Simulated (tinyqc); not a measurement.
Worked calculation: MP2 on RHF in the sto-3g basis, frozen core, for BeH2, spin multiplicity 1. One step of it, computed by the program tinyqc.

Problem. Second-order Moller-Plesset energy. E2 = sum_ijab (ia|jb) [2 (ia|jb) - (ib|ja)] / (e_i + e_j - e_a - e_b) over occupied i, j and virtual a, b; the opposite-spin part is (ia|jb)^2 / denominator, the rest is same-spin, and SCS-MP2 scales them by 6/5 and 1/3.

orbital energies (hartree): MO1 -4.535299, MO2 -0.412945, MO3 -0.369700, MO4 0.213673, MO5 0.213673, MO6 0.343949, MO7 0.678696

Two-electron integrals over orbitals (pq|rs), unique and non-zero (hartree); the lowest 1 orbital is frozen and left out:
```
(22|22) 0.371237    (32|32) 0.157817    (33|22) 0.382671    (33|33) 0.406080
(42|42) 0.047265    (43|43) 0.012209    (44|22) 0.351799    (44|33) 0.332243
(44|44) 0.449859    (52|52) 0.047265    (53|53) 0.012209    (54|54) 0.024249
(55|22) 0.351799    (55|33) 0.332243    (55|44) 0.401360    (55|55) 0.449859
(62|22) -0.013627   (62|33) -0.040710   (62|44) 0.069164    (62|55) 0.069164
(62|62) 0.083952    (63|32) -0.092066   (63|63) 0.088007    (64|42) 0.046456
(64|64) 0.048978    (65|52) 0.046456    (65|65) 0.048978    (66|22) 0.373422
(66|33) 0.384573    (66|44) 0.350320    (66|55) 0.350320    (66|62) -0.027190
(66|66) 0.390379    (72|32) -0.038605   (72|63) 0.062990    (72|72) 0.057442
(73|22) 0.001415    (73|33) -0.017973   (73|44) 0.071388    (73|55) 0.071388
(73|62) 0.079608    (73|66) -0.020291   (73|73) 0.087829    (74|43) 0.013191
(74|74) 0.016980    (75|53) 0.013191    (75|75) 0.016980    (76|32) 0.139236
(76|63) -0.091248   (76|72) -0.046409   (76|76) 0.136029    (77|22) 0.397065
(77|33) 0.412690    (77|44) 0.375829    (77|55) 0.375829    (77|62) -0.017249
(77|66) 0.406969    (77|73) 0.004669    (77|77) 0.450094
```

Hartree-Fock energy = -15.50532765 hartree

Give: Terms; Pair energies; MP2 correlation energy; SCS-MP2 correlation energy; MP2 total energy.

Solution.

Terms:
```
i  j  a  b  (ia|jb)  (ib|ja)  denominator       term
3  3  6  6   0.0880   0.0880      -1.4273    -0.0054
2  2  6  6   0.0840   0.0840      -1.5138    -0.0047
2  3  6  7   0.0796   0.0630      -1.8053    -0.0042
3  2  7  6   0.0796   0.0630      -1.8053    -0.0042
3  3  7  7   0.0878   0.0878      -2.0968    -0.0037
2  2  5  5   0.0473   0.0473      -1.2532    -0.0018
2  2  4  4   0.0473   0.0473      -1.2532    -0.0018
2  3  7  6   0.0630   0.0796      -1.8053    -0.0016
3  2  6  7   0.0630   0.0796      -1.8053    -0.0016
2  2  7  7   0.0574   0.0574      -2.1833    -0.0015
3  3  5  5   0.0122   0.0122      -1.1667  -1.28e-04
3  3  4  4   0.0122   0.0122      -1.1667  -1.28e-04
```

Pair energies (hartree; pair i-j sums ij and ji):
```
pair  opposite spin  same spin
2-2         -0.0097     0.0000
3-2         -0.0114  -3.06e-04
3-3         -0.0094     0.0000
```

MP2 correlation energy = -0.030816 hartree

SCS-MP2 correlation energy = -0.036714 hartree

MP2 total energy = -15.536143 hartree
